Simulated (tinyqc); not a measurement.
Inside a calculation. Method: plane-wave Kohn-Sham cycle with exchange-only LDA in a layered model solid. Computed by tinyqc, a small Python program that keeps every step. Settings: points = 16, plane-wave index or count = 2, electrons = 2, k points = 4, area = 11.0, mixing = 0.1, iteration cap = 52, Pulay depth = 5. Command: `OMP_NUM_THREADS=1 python tinyqc.py 31464 31465 out.jsonl` (the two numbers bound the seeds that draw the settings). One thread of a shared host (Intel(R) Xeon(R) Processor @ 2.60GHz), about 0.01 s of CPU time with the checks. Later iterations appear only in the table of the cycle.

## Iteration 1: potential

A solid whose potential varies along x alone (atomic units):
```
parameter                      value
period a                   14.400000
cross-section of the cell  11.000000
electrons per cell                 2
grid points                       16
plane waves -n..n, n               2
k points                           4
V1 in V1 cos(2 pi x/a)     -0.300000
```

density at the start, on the grid x_j = j a/N (e/bohr^3): 0.01262626  0.01262626  0.01262626  0.01262626  0.01262626  0.01262626  0.01262626  0.01262626  0.01262626  0.01262626  0.01262626  0.01262626  0.01262626  0.01262626  0.01262626  0.01262626

V_H(G) = 4 pi rho(G)/G^2 for G != 0 (uniform background); v_x = -(3 rho/pi)^(1/3); V = V_ext + V_H + v_x; Fourier components f(G_m) = (1/N) sum_j f(x_j) exp(-i G_m x_j).

Potentials on the grid (hartree):
```
x              V_ext       V_H        v_x          V
0.000000   -0.300000  0.000000  -0.229306  -0.529306
0.900000   -0.277164  0.000000  -0.229306  -0.506470
1.800000   -0.212132  0.000000  -0.229306  -0.441438
2.700000   -0.114805  0.000000  -0.229306  -0.344111
3.600000           0  0.000000  -0.229306  -0.229306
4.500000    0.114805  0.000000  -0.229306  -0.114501
5.400000    0.212132  0.000000  -0.229306  -0.017174
6.300000    0.277164  0.000000  -0.229306   0.047858
7.200000    0.300000  0.000000  -0.229306   0.070694
8.100000    0.277164  0.000000  -0.229306   0.047858
9.000000    0.212132  0.000000  -0.229306  -0.017174
9.900000    0.114805  0.000000  -0.229306  -0.114501
10.800000          0  0.000000  -0.229306  -0.229306
11.700000  -0.114805  0.000000  -0.229306  -0.344111
12.600000  -0.212132  0.000000  -0.229306  -0.441438
13.500000  -0.277164  0.000000  -0.229306  -0.506470
```

V(G_m), m = 0, 1, 2, ... (hartree): -0.229306  -0.150000  0.000000  0.000000  0.000000

## Iteration 1: Hamiltonian at one k

k = 0.125000 2 pi / a

H(m,m') = (k + G_m)^2/2 delta + V(G_m - G_m'), with V(-G) = V(G).

H (hartree):
```
           -2         -1         +0         +1         +2
-2   0.105357  -0.150000   0.000000   0.000000   0.000000
-1  -0.150000  -0.156424  -0.150000   0.000000   0.000000
+0   0.000000  -0.150000  -0.227819  -0.150000   0.000000
+1   0.000000   0.000000  -0.150000  -0.108827  -0.150000
+2   0.000000   0.000000   0.000000  -0.150000   0.200550
```

## Iteration 1: levels at that k

Diagonalise the Hermitian matrix.

eigenvalues (hartree): -0.415409  -0.198529  -0.027453  0.184449  0.269778

## Iteration 1: new density

Motion across x is left out: the lowest 1 band(s) hold two electrons at each of the k points (j + 1/2)/nk - 1/2. Residual R = rho(out) - rho(in); rho(new) = rho(in) + 0.1 R. rho(out) = 2/(a A nk) sum |psi|^2 with psi = sum c exp(i G x). Harris energy E = band energy - dV sum rho (V_H/2 + v_x) + (3/4) dV sum rho v_x with rho(in), dV = a A/N, band energy = (2/nk) sum of the filled levels.

rho(out) (e/bohr^3): 0.04538707  0.03898105  0.02445154  0.01086406  0.00325150  0.00062707  0.00008896  0.00003287  0.00003904  0.00003287  0.00008896  0.00062707  0.00325150  0.01086406  0.02445154  0.03898105

density after iteration 1 (e/bohr^3): 0.01590234  0.01526174  0.01380879  0.01245004  0.01168879  0.01142634  0.01137253  0.01136692  0.01136754  0.01136692  0.01137253  0.01142634  0.01168879  0.01245004  0.01380879  0.01526174

energy per cell = -0.71548998 hartree

## Iteration 2: potential

As before.

Potentials on the grid (hartree):
```
x              V_ext        V_H        v_x          V
0.000000   -0.300000   0.149884  -0.247634  -0.397751
0.900000   -0.277164   0.133777  -0.244263  -0.387650
1.800000   -0.212132   0.091554  -0.236252  -0.356830
2.700000   -0.114805   0.037193  -0.228234  -0.305846
3.600000           0  -0.015910  -0.223484  -0.239394
4.500000    0.114805  -0.059901  -0.221799  -0.166895
5.400000    0.212132  -0.091848  -0.221450  -0.101166
6.300000    0.277164  -0.111069  -0.221414  -0.055319
7.200000    0.300000  -0.117476  -0.221418  -0.038894
8.100000    0.277164  -0.111069  -0.221414  -0.055319
9.000000    0.212132  -0.091848  -0.221450  -0.101166
9.900000    0.114805  -0.059901  -0.221799  -0.166895
10.800000          0  -0.015910  -0.223484  -0.239394
11.700000  -0.114805   0.037193  -0.228234  -0.305846
12.600000  -0.212132   0.091554  -0.236252  -0.356830
13.500000  -0.277164   0.133777  -0.244263  -0.387650
```

V(G_m), m = 0, 1, 2, ... (hartree): -0.228928  -0.090052  0.005265  0.000319  0.000035

## Iteration 2: Hamiltonian at one k

k = 0.125000 2 pi / a

As before.

H (hartree):
```
           -2         -1         +0         +1         +2
-2   0.105735  -0.090052   0.005265   0.000319   0.000035
-1  -0.090052  -0.156046  -0.090052   0.005265   0.000319
+0   0.005265  -0.090052  -0.227441  -0.090052   0.005265
+1   0.000319   0.005265  -0.090052  -0.108449  -0.090052
+2   0.000035   0.000319   0.005265  -0.090052   0.200928
```

## Iteration 2: levels at that k

As before.

eigenvalues (hartree): -0.319863  -0.166581  -0.063019  0.136903  0.227287

## Iteration 2: new density

B (overlaps of the stored error matrices):
```
               1              2
1  4.0020323e-03  3.1093614e-03
2  3.1093614e-03  2.4462029e-03
```

Motion across x is left out: the lowest 1 band(s) hold two electrons at each of the k points (j + 1/2)/nk - 1/2. Residual R = rho(out) - rho(in); rho(new) = rho(in) + 0.1 R; Pulay mixing then takes sum c_i of the stored mixed densities, with c from B_ij = sum R_i R_j as in DIIS. rho(out) = 2/(a A nk) sum |psi|^2 with psi = sum c exp(i G x). Harris energy E = band energy - dV sum rho (V_H/2 + v_x) + (3/4) dV sum rho v_x with rho(in), dV = a A/N, band energy = (2/nk) sum of the filled levels.

rho(out) (e/bohr^3): 0.03956726  0.03511778  0.02449074  0.01333629  0.00564524  0.00188287  0.00053451  0.00016812  0.00010188  0.00016812  0.00053451  0.00188287  0.00564524  0.01333629  0.02449074  0.03511778

DIIS coefficients: -2.889424  3.889424

density after iteration 2 (e/bohr^3): 0.02510663  0.02298459  0.01796345  0.01279474  0.00933819  0.00771448  0.00715716  0.00701124  0.00698585  0.00701124  0.00715716  0.00771448  0.00933819  0.01279474  0.01796345  0.02298459

energy per cell = -0.53515382 hartree

## Convergence

Stop when sqrt(dV sum R^2) is below 1e-8, dV = a A/N.

Course of the cycle:
```
iteration  E (hartree)  norm of the residual
1          -0.71548998              1.99e-01
2          -0.53515382              1.56e-01
3          -0.71324542              2.37e-01
4          -0.48226412              1.76e-01
5          -0.39509583              5.27e-02
6          -0.39918239              6.28e-02
7          -0.39985297              6.39e-02
8          -0.39144965              5.75e-02
9          -0.43253480              1.46e-01
10         -0.39671536              7.67e-02
11         -0.39274832              4.77e-02
12         -0.43601931              1.69e-01
13         -0.38652666              1.17e-02
14         -0.38789274              3.06e-02
15         -0.38647618              8.74e-03
16         -0.38635865              2.75e-03
17         -0.38636124              2.95e-03
18         -0.38633736              3.57e-04
19         -0.38633712              8.65e-06
20         -0.38633712              3.36e-06
21         -0.38633712              4.34e-07
22         -0.38633712              2.95e-10
```

Converged in 22 iterations. Before convergence this energy mixes input and output and is not variational, so it may rise towards its limit.
